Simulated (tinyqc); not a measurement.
Keating valence-force model of a tetrahedral crystal: one step, computed by the program tinyqc. Command: `OMP_NUM_THREADS=1 python tinyqc.py 3004951 3004952 out.jsonl keating walk`. One thread of a shared host (Intel(R) Xeon(R) Processor @ 2.30GHz), about 0.03 s of CPU time with the checks.

Atom A sits at 0 and atom B at a/4 (1,1,1) of an fcc lattice; the four bonds from A are t = a/4 (1,1,1), a/4 (1,-1,-1), a/4 (-1,1,-1), a/4 (-1,-1,1), of length d = sqrt(3) a/4. Energy: E = (3 alpha/(8 d^2)) sum over bonds (r.r - d^2)^2 + (3 beta/(8 d^2)) sum over pairs of bonds at one atom (r_i.r_j + d^2/3)^2; both atoms have the mass M. The cell holds two atoms, Omega = a^3/4. 1 N/m = 1 J/m^2. With constants fitted to the elastic moduli this model puts optical and zone-boundary frequencies of real crystals too high, by up to about 20 % in elemental crystals and up to about 50 % in compounds, and mostly by more for TA modes; in compounds the lattice part of the static dielectric constant then comes out too low.

Problem. Optical mode at the zone centre. mu = M/2; lambda = 4 (alpha + beta)/mu with the springs in eV/angstrom^2; nu = 15.6333042 THz x sqrt(lambda).

Inputs (values chosen for the exercise, modelled on germanium): atomic mass M = 72.63 u; bond stretching alpha = 40.2 N/m; bond bending beta = 12.1 N/m.

Structure: diamond.

Constants: nu for 1 eV/(angstrom^2 u) = 15.6333042 THz; 1 eV/angstrom^2 = 16.02176634 J/m^2; 1 THz = 33.35640952 1/cm.

Give: reduced mass mu; Raman frequency; the same as a wavenumber.

Solution.

reduced mass mu = 36.315 u

Raman frequency = 9.374 THz

the same as a wavenumber = 312.7 1/cm
